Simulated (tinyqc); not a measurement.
Gate-all-around wire with two subbands, quantum capacitance: one step of the calculation.

phi is the Fermi level above the lowest subband edge, in volts; Vg is counted from the gate voltage at which an empty wire would have phi = 0. Both directions of motion are filled (equilibrium).

Question. New phi. N1 = gv sqrt(2 md m0 kB T/(pi hbar^2)); n1 = N1 F(phi/Vt), n2 = g2 N1 F((phi - E2)/Vt), n = n1 + n2, F(e) = (1/sqrt(pi)) int_0^infinity u^(-1/2) du/(1 + exp(u - e)); Cq = q dn/dphi = (q N1/Vt) [F'(phi/Vt) + g2 F'((phi - E2)/Vt)]. Newton: f = phi + q (n)/Cox - Vg, phi(new) = phi - f/(1 + (Cq)/Cox).

Parameters, values chosen for the exercise: temperature T = 400 K; mass along the wire md = 0.24 m0; valley degeneracy gv = 4; second subband above the first E2 = 0.23 eV; orbital degeneracy of the second subband g2 = 2; gate voltage Vg = 0.25 V.

Constants: q = 1.602176634e-19 C, kB = 1.380649e-23 J/K, hbar = 1.054571817e-34 J s, m0 = 9.1093837015e-31 kg, Vt = kB T/q. Results are converted to the units shown.

phi after iteration 1 = 0.080791301 V
Cox = 15.663901 pF/cm

Find: n1; n2; Cq; f; phi after iteration 2.

Answer.

n1 = 1.688e7 cm^-1
n2 = 2.747e5 cm^-1
Cq = 20.75 pF/cm
f = 0.006215 V
phi after iteration 2 = 0.07812 V

Computed by the program tinyqc: `OMP_NUM_THREADS=1 python tinyqc.py 2200048 2200049 out.jsonl`, one thread of a shared Intel Xeon 2.30GHz, about 0.01 s for the whole run.
